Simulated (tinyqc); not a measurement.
What each parameter does: two-dimensional electron gas with Rashba and Dresselhaus coupling.

H = c k^2/m + al (ky sx - kx sy) + b1 (kx sx - ky sy) + gam kx ky (kx sy - ky sx), s the Pauli matrices, x = [100], c = hbar^2/2m0, b1 = gam (pi/L)^2 (hard walls). H = c k^2/m + B.s, so E = c k^2/m -/+ |B| and the lower state has its spin along -B.

Constants: hbar^2/2m0 = 3.80998211 eV angstrom^2.

Parameters, chosen for this exercise (of the size met in GaN; not measured data):
- m = 0.2256 m0 (mass)
- al = 0.0056 eV angstrom (Rashba constant)
- gam = 0 eV angstrom^3 (bulk Dresselhaus constant)
- L = 149 angstrom (width of the (001) well)
- n = 6.7 1e11/cm^2 (sheet density (one subband filled))

Splittings 2|B| at k0 = sqrt(2 pi n) along [100], [110] and [-110], and E0 = c k0^2/m; 1e11/cm^2 = 1e-5/angstrom^2.

One parameter was then changed.

Results before and after:

| case | [100] (meV) | [110] (meV) | [-110] (meV) | E0 (meV) |
|---|---|---|---|---|
| base | 0.2298 | 0.2298 | 0.2298 | 7.11 |
| changed | 0.2298 | 0.2298 | 0.2298 | 6.46 |

Which of these changes was made? (a) L = 169 angstrom; (b) m = 0.24816 m0; (c) al = 0.00672 eV angstrom; (d) gam = 3 eV angstrom^3; (e) n = 10.05 1e11/cm^2.

Answer: (b) m = 0.24816 m0. Of the candidates, run in turn, only this one gives the changed row.

All candidates:

| case | [100] (meV) | [110] (meV) | [-110] (meV) | E0 (meV) |
|---|---|---|---|---|
| base | 0.2298 | 0.2298 | 0.2298 | 7.11 |
| m = 0.24816 m0 | 0.2298 | 0.2298 | 0.2298 | 6.46 |
| al = 0.00672 eV angstrom | 0.2758 | 0.2758 | 0.2758 | 7.11 |
| gam = 3 eV angstrom^3 | 0.2362 | 0.2586 | 0.2010 | 7.11 |
| L = 169 angstrom | 0.2298 | 0.2298 | 0.2298 | 7.11 |
| n = 10.05 1e11/cm^2 | 0.2814 | 0.2814 | 0.2814 | 10.66 |

Program tinyqc; command `OMP_NUM_THREADS=1 python tinyqc.py 1450420 1450421 out.jsonl`; about 0.01 s on one thread of a shared Intel(R) Xeon(R) Processor @ 2.30GHz.
